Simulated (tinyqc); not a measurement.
# Band bending at a free surface with one surface level, surface photovoltage and Kelvin probe: several studies

n-type bulk, xi = Ec - EF = Vt ln(Nc/Nd), p0 = ni^2/Nd, ni = sqrt(Nc Nv) exp(-Eg/(2 Vt)), Eg in volts. b is the upward band bending, u = b/Vt. Space charge per area, in units of q: Qc = sign(b) sqrt((2 eps0 eps_r Vt/q) [(Nd + dn)(exp(-u) - 1) + Nd u + (p0 + dn)(exp(u) - 1)]), with dn the excess density under light (flat quasi-Fermi levels; 0 in the dark). The level holds -Ns f, f = 1/(1 + exp((xi + b - Es)/Vt)). Neutrality: Qc + Qf + (charge of the states) = 0.

Values chosen for this exercise; band and dielectric values close to those of indium phosphide:
```
symbol,value,unit,meaning
T,300,K,temperature
Eg,1.33,eV,band gap
eps_r,12.4,,relative permittivity
Nc,5.8e17,cm^-3,conduction-band density of states at T
Nv,1.12e19,cm^-3,valence-band density of states at T
chi,4.38,eV,electron affinity
Nd,5.9e15,cm^-3,donor density
Qf,0,cm^-2,fixed positive charge at the surface
pt,4.29,eV,work function of the probe tip
Ns,5.2e11,cm^-2,density of an acceptor-like surface level
Es,0.32,eV,its depth below the conduction edge
```

Constants: q = 1.602176634e-19 C, kB = 1.380649e-23 J/K, Vt = kB T/q, eps0 = 8.8541878128e-14 F/cm where lengths are in cm. Results are converted to the units shown.

Each table varies one quantity; the others keep the values above.

## Kelvin-probe contrast of the doping

Work function chi + xi + b; contact potential difference CPD = (work function of the sample) - pt. b solves the neutrality condition in the dark.

Kelvin-probe contrast of the doping:
```
Nd (cm^-3)  xi (eV)   b (V)  CPD (mV)
1.4e14       0.2153  0.1910     496.3
2.9e14       0.1965  0.1993     485.8
6.2e14       0.1769  0.2079     474.7
1.3e15       0.1577  0.2158     463.6
2.8e15       0.1379  0.2236     451.4
5.9e15       0.1186  0.2302     438.8
1.2e16       0.1003  0.2350     425.2
2.6e16      0.08027  0.2369     407.2
5.6e16      0.06043  0.2297     380.1
```

xi falls by 155 mV over the table and the CPD by 116 mV; b goes from 0.191 through a maximum of 0.237 (at Nd = 2.6e16 cm^-3 among the rows listed) to 0.230 V. Between the first two rows the CPD follows 55.7 % of the change of xi, and between the last two 136 %. It is below 100 % where b rises with the doping (pinning hides it). It exceeds 100 % where b falls as the doping rises.

## Pinning by the surface states

Same model as above.

Results:
```
Ns (cm^-2)    b (V)  xi + b (eV)  Qc (cm^-2)
2.4e10      0.02187       0.1405    2.398e10
6.7e10      0.07919       0.1978    6.641e10
1.8e11       0.1871       0.3057    1.142e11
5.1e11       0.2296       0.3482    1.283e11
3.9e12       0.2855       0.4041    1.449e11
1.1e13       0.3117       0.4303    1.520e11
2.9e13       0.3359       0.4546    1.583e11
8.1e13       0.3616       0.4802    1.648e11
```

Estimate the missing row, Ns = 1.4e12 cm^-2.

Computed row:
```
Ns (cm^-2)   b (V)  xi + b (eV)  Qc (cm^-2)
1.4e12      0.2588       0.3774    1.372e11
```

With this row back in the table: b rises from 0.0219 to 0.362 V. The level is over 95 % full (Qc near Ns - Qf) in the 2 rows with xi + b more than 3 Vt short of Es = 0.32 eV. Beyond that it empties, and between the last two rows b gains only 57.4 mV a decade.

## Photovoltage against injection

Same model as above.

Under chopped light the surface charge keeps its dark value, so b falls to bL with Qc(bL, dn) = Qc(b, 0); the photovoltage is b - bL.

Result of one run:
```
dn (cm^-3)  bL (V)  photovoltage (mV)  share of b removed (%)
3.8e10      0.2290              1.171                  0.5087
```

What becomes of these results when the excess carrier density under light dn is changed from 3.8e10 to 1.3e8 cm^-3, all else the same?

Result of the changed run:
```
dn (cm^-3)  bL (V)  photovoltage (mV)  share of b removed (%)
1.3e8       0.2302           0.004191                0.001821
```

The whole series:
```
dn (cm^-3)   bL (V)  photovoltage (mV)  share of b removed (%)
7.7e6        0.2302           2.483e-4                1.079e-4
1.3e8        0.2302           0.004191                0.001821
2.2e9        0.2301            0.07074                 0.03073
3.8e10       0.2290              1.171                  0.5087
6.5e11       0.2174              12.78                   5.553
1.1e13       0.1798              50.40                   21.90
1.9e14       0.1254              104.8                   45.54
3.2e15      0.06713              163.1                   70.84
5.4e16      0.02282              207.4                   90.09
```

The photovoltage rises from 2.48e-4 to 207 mV, towards the full b = 230 mV. Its steepest rise is 47.5 mV a decade (Vt ln 10 = 59.5 mV), and it reaches 90.1 % of b in the last row: even strong light does not flatten the bands fully, so a saturation reading understates b. For dn = 5.4e16 the injection is high, and a Dember voltage, left out here, adds to the signal.

Program tinyqc, `OMP_NUM_THREADS=1 python tinyqc.py 2430087 2430088 out.jsonl`; Intel Xeon 2.30GHz, shared host, one thread, about 0.01 s.
